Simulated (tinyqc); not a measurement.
# Trap density and cross-section from the conductance peak

Question. For a continuum of interface traps on an n-type substrate Gp/w peaks at 2 pi f tau = 1.9803 with the height 0.40237 q Dit, and tau = 1/(sn vth Nd exp(psi/Vt)) with psi = ps. Find Dit, tau and sn.

Parameters, values chosen for the exercise:
- T = 300 K (temperature)
- Nd = 3.1e17 cm^-3 (donor density)
- ps = -0.11 V (band bending psi)
- vth = 2.3e7 cm/s (thermal velocity)

Constants: q = 1.602176634e-19 C, kB = 1.380649e-23 J/K, Vt = kB T/q. Results are converted to the units shown.

peak Gp/w = 41.258740 nF/cm^2
frequency of the peak = 3.8273945e5 Hz

Answer. The height gives Dit, the position tau, and tau with the surface density gives sn.

Dit = 6.400e11 cm^-2 eV^-1
tau = 8.235e-7 s
sn = 1.200e-17 cm^2

Program tinyqc, `OMP_NUM_THREADS=1 python tinyqc.py 2030140 2030141 out.jsonl`; Intel Xeon 2.30GHz, shared host, one thread, about 0.01 s.
